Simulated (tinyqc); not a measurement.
Inside a calculation. Method: bound state in one dimension: Numerov shooting, finite differences, DVR. Computed by tinyqc, a small Python program that keeps every step. Settings: points = 64. Command: `OMP_NUM_THREADS=1 python tinyqc.py 31476 31477 out.jsonl` (the two numbers bound the seeds that draw the settings). One thread of a shared host (Intel(R) Xeon(R) Processor @ 2.60GHz), about 0.01 s of CPU time with the checks.

## Numerov steps at E = 0.1

One particle of mass 1 in V = 1.52^2 x^2/2 + 0 x^4 (atomic units), psi = 0 at both ends:
```
parameter                 value
left end              -4.500000
right end              4.500000
intervals                    64
h                      0.140625
state sought (nodes)          2
```

k_i = 2 m (E - V_i); (1 + h^2 k_(i+1)/12) y_(i+1) = 2 (1 - 5 h^2 k_i/12) y_i - (1 + h^2 k_(i-1)/12) y_(i-1), from y_0 = 0, y_1 = 0.001.

Points along the way:
```
i          x         V          k           y
0   -4.50000  23.39280  -46.58560     0.00000
1   -4.35938  21.95359  -43.70719     0.00100
2   -4.21875  20.56008  -40.92016     0.00292
3   -4.07812  19.21225  -38.22450     0.00734
4   -3.93750  17.91011  -35.62022     0.01760
5   -3.79688  16.65366  -33.10733     0.04090
21  -1.54688   2.76419   -5.32838   546.88520
22  -1.40625   2.28445   -4.36891   776.81119
23  -1.26562   1.85041   -3.50081  1073.66182
24  -1.12500   1.46205   -2.72410  1444.53135
25  -0.98438   1.11938   -2.03876  1892.80199
26  -0.84375   0.82240   -1.44481  2416.90595
```

## Bisection on the node count

With more sign changes than the state has nodes (the last point included) the energy is too high, else too low; the bracket starts as 0.1 to 12.

Trials:
```
trial          E  sign changes  y at the right end   next
1      6.0500000             4            1.17e+04  lower
2      3.0750000             2            3.25e+06  raise
3      4.5625000             3           -1.63e+05  lower
4      3.8187500             3           -2.70e+04  lower
5      3.4468750             2            9.87e+05  raise
6      3.6328125             2            3.41e+05  raise
7      3.7257812             2            1.27e+05  raise
8      3.7722656             2            4.33e+04  raise
9      3.7955078             2            6.53e+03  raise
10     3.8071289             3           -1.06e+04  lower
11     3.8013184             3           -2.15e+03  lower
12     3.7984131             2            2.16e+03  raise
13     3.7998657             3           -1.14e+00  lower
14     3.7991394             2            1.08e+03  raise
...          ...           ...                 ...    ...
29     3.7998649             2            1.09e-02  raise
30     3.7998650             3           -5.54e-03  lower
31     3.7998650             2            2.69e-03  raise
```

eigenvalue = 3.7998650 hartree

## The same grid by other methods

Three-point finite differences and the sine-DVR kinetic matrix of Colbert and Miller on the same points.

Lowest levels (hartree):
```
state  finite differences      DVR
0                 0.75857  0.76000
1                 2.27284  2.28000
2                 3.78134  3.80000
3                 5.28406  5.32000
4                 6.78094  6.84000
```
